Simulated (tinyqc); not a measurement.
Inside a calculation. Model: square on-chip spiral inductor, lumped pi model.

Program tinyqc, `OMP_NUM_THREADS=1 python tinyqc.py 2302196 2302197 out.jsonl`; Intel Xeon 2.30GHz, shared host, one thread, about 0.01 s. Printed values are rounded.

Outer diameter do = di + 2 n wd + 2 (n - 1) sp, mean da = (do + di)/2, fill p = (do - di)/(do + di), length l = 4 n da. L = 2.34 mu0 n^2 da/(1 + 2.75 p), mu0 = 4 pi 1e-7 H/m. Rs = rho l/(wd delta (1 - exp(-th/delta))), delta = sqrt(rho/(pi f mu0)). Cs = n wd^2 eps0 eo/hu across the coil. At each end Cox = l wd eps0 eo/(2 ho) leads to the substrate branch Rsi = 2 rs he/(l wd) in parallel with Csi = l wd eps0 11.7/(2 he). With one end grounded Y = 1/(Rs + i w L) + i w Cs + 1/[1/(i w Cox) + 1/(1/Rsi + i w Csi)], w = 2 pi f; Q = -Im Y/Re Y. Eddy currents in neighbouring turns and in the substrate are left out.

Values chosen for this exercise; values of the order met in silicon radio-frequency processes:
- n = 5.5 (number of turns)
- wd = 20 um (line width)
- sp = 2 um (space between turns)
- di = 60 um (inner diameter)
- th = 2 um (metal thickness)
- rho = 1.9 uohm cm (metal resistivity)
- ho = 6.5 um (oxide below the coil)
- hu = 1.4 um (oxide between coil and underpass)
- eo = 3 (relative permittivity of the oxide)
- rs = 10 ohm cm (substrate resistivity)
- he = 50 um (effective spreading depth in the substrate)
- f = 4.4 GHz (frequency)

Constants: eps0 = 8.8541878128e-12 F/m. Results are converted to the units shown.

## Geometry and model elements

do, l, L, delta, Rs, Cs, Cox, Rsi and Csi as defined.

do = 298 um
l = 3938 um
L = 5.62979 nH
delta = 1.04585 um
Rs = 4.19716 ohm
Cs = 41.7412 fF
Cox = 160.928 fF
Rsi = 126.968 ohm
Csi = 81.5906 fF

Rs is 2.24 times the direct-current value in this empirical form, which overstates the skin effect of a flat slab when delta is near th and so stands in for some current crowding.

## Admittance, quality factor and apparent inductance

Series branch 1/(Rs + i w L), substrate branch, total Y, Q = -Im Y/Re Y, apparent inductance Im(1/Y)/w, metal-only value w L/Rs, share of the loss in the substrate Re(substrate branch)/Re Y.

series branch = 0.17314-6.42036i mS
substrate branch = 1.45719+3.20855i mS
Y = 1.63033-2.05784i mS
Q = 1.26222
apparent inductance = 10.7992 nH
w L/Rs = 37.0825
share of the loss in the substrate = 89.3802 %

Q is 3.40 % of the metal-only value.
